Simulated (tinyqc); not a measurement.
From one set of inputs to another, one input at a time: a particle near a wafer in liquid: double-layer and van der Waals forces (DLVO), deposition barrier and removal. Computed by tinyqc, a small Python program. Command: `OMP_NUM_THREADS=1 python tinyqc.py 3110467 3110468 out.jsonl dlvo ladder`. One thread of a shared host (Intel(R) Xeon(R) Processor @ 2.30GHz), about 0.01 s of CPU time with the checks.

Sphere and flat wall, Derjaguin approximation, constant potentials in the linear-superposition form, no retardation and no hydration force.

The inputs printed are set A. Inputs not listed in the table keep their values of set A, so the rows need not describe a real material.

Inputs (values chosen for the exercise, of the order of those for silica on silica in water):

| quantity | value | unit |
|---|---|---|
| particle radius R | 20 | nm |
| Hamaker constant A | 4.9e-21 | J |
| potential of the particle psi_1 | -15 | mV |
| potential of the wafer psi_2 | -10 | mV |
| salt concentration c | 0.016 | mol/L |
| valence z of the symmetric salt | 1 | - |
| temperature T | 298 | K |
| dielectric constant of the liquid | 78.4 | - |
| contact distance h0 | 0.4 | nm |
| contact radius over R | 0.081 | - |
| viscosity | 0.75 | mPa s |

Constants: e = 1.602176634e-19 C; N_A = 6.02214076e+23 1/mol; eps_0 = 8.8541878128e-12 F/m; k_B = 1.380649e-23 J/K; k_B = 8.617333262e-05 eV/K.

Method:
- kappa^2 = 2 z^2 e^2 N_A (1000 c)/(eps eps_0 k_B T); gamma_i = tanh(z e psi_i/(4 k_B T)); Z = 64 pi eps eps_0 (k_B T/(z e))^2 gamma_1 gamma_2.
- U(h) = Z R exp(-kappa h) - A R/(6 h); F(h) = -dU/dh = kappa Z R exp(-kappa h) - A R/(6 h^2), positive for repulsion.
- F = 0 reads x^2 exp(-x) = y with x = kappa h and y = A kappa/(6 Z); the left side peaks at x = 2 with 4/e^2 = 0.5413, so roots exist for smaller y: x < 2 is the barrier, x > 2 the secondary minimum.
- Adhesion F_a = A R/(6 h0^2) [1 + a^2/(R h0)] - kappa Z R exp(-kappa h0), a the contact radius. Drag in a shear flow F_d = 1.7 x 6 pi mu R^2 G, acting at 1.4 R; rolling starts when 1.4 R F_d = a F_a. Wall shear stress = mu G.

Each row keeps all changes above it:

| input moved | from | to | barrier height (k_B T) | net adhesion F_a (pN) | wall shear stress for rolling (Pa) |
|---|---|---|---|---|---|
| set A | - | - | 0.77 | 126.4 | 570.8 |
| potential of the wafer psi_2 (mV) | -10 | -67 | 22.37 | 81.7 | 368.6 |
| particle radius R (nm) | 20 | 98 | 109.60 | 1040.1 | 195.5 |
| salt concentration c (mol/L) | 0.016 | 0.0014 | 141.65 | 1216.4 | 228.7 |
| contact radius over R | 0.081 | 0.15 | 141.65 | 3169.8 | 1103.5 |
| temperature T (K) | 298 | 343 | 128.73 | 3172.8 | 1104.6 |
| Hamaker constant A (J) | 4.9e-21 | 1.5e-20 | 104.13 | 9887.5 | 3442.3 |
| potential of the particle psi_1 (mV) | -15 | -16 | 112.87 | 9881.9 | 3440.3 |

Barrier height goes from 0.771 to 113, a factor 146 in all. The largest single move comes from potential of the wafer psi_2 (a factor 29.0). net adhesion F_a goes from 126 to 9880, a factor 78.2 in all. The largest single move comes from particle radius R (a factor 12.7), and potential of the wafer psi_2 works against it (a factor 0.646). Wall shear stress for rolling goes from 571 to 3440, a factor 6.03 in all. The largest single move comes from contact radius over R (a factor 4.83), and particle radius R works against it (a factor 0.530). The single moves hold for this order of the switches; the total does not depend on the order.

Extremes, crossings and ranges named in words are read from the listed rows.
